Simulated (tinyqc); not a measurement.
# From <m> back to coupling J

Model: q-state Potts model on a small periodic square lattice: enumeration, Metropolis, heat-bath and Wolff steps. Computed by tinyqc, a small Python program. Command: `OMP_NUM_THREADS=1 python tinyqc.py 3111564 3111565 out.jsonl potts inv`. One thread of a shared host (Intel(R) Xeon(R) Processor @ 2.30GHz), about 0.01 s of CPU time with the checks.

E = -J x (number of nearest-neighbour bonds with equal states); n x n sites with periodic edges have 2 n^2 bonds. Order parameter m = (q f - 1)/(q - 1), f being the largest share of one state. Sites are numbered row by row from 0. Here q = 3 and n = 3.

Inputs (values chosen for the exercise, for a model of domains or grain orientations): number of states q = 3; edge n = 3; temperature T = 341 K.

Constants: k_B = 8.617333262e-05 eV/K.

Method:
- K = J/(k_B T); the infinite square lattice orders at K_c = ln(1 + sqrt(q)); Wolff bond probability p = 1 - exp(-K).
- All q^(n^2) states are counted by their number b of equal bonds; weights g(b) exp(K b), K = J/(k_B T). Per site: u = -J <b>/n^2, c/k_B = K^2 (<b^2> - <b>^2)/n^2.
- The same sums with m: <m> and the Binder ratio U = 1 - <m^4>/(3 <m^2>^2).

Task: A run gave the result below. Find the coupling J, known to lie between 19 and 35 meV.

<m> = 0.7395326

Result:

Each step takes the trial c = (a f_b - b f_a)/(f_b - f_a), f being the result less the target and a, b, c the logarithms of the listed values; c replaces end b, the old b replaces a if the sign of f changed, and otherwise f_a is halved.

Scan of the range:
```
coupling J (meV),<m>
19.0,0.541690
21.0,0.607306
23.3,0.687680
25.8,0.771708
28.6,0.849950
31.6,0.909203
35.0,0.949957
```

False position (Illinois rule, in the logarithm of the input) inside the bracket:
```
step,end a,end b,trial,<m>
1,23.3000,25.8000,24.8125,0.739616
2,23.3000,24.8125,24.8075,0.739449
3,24.8125,24.8075,24.8100,0.739533
4,24.8075,24.8100,24.8100,0.739533
```

<m> rises at every point of a 13-point scan of the range (every second point is shown), so one value fits; it is bracketed by 23.3 and 25.8. Answer: coupling J = 24.81 meV.
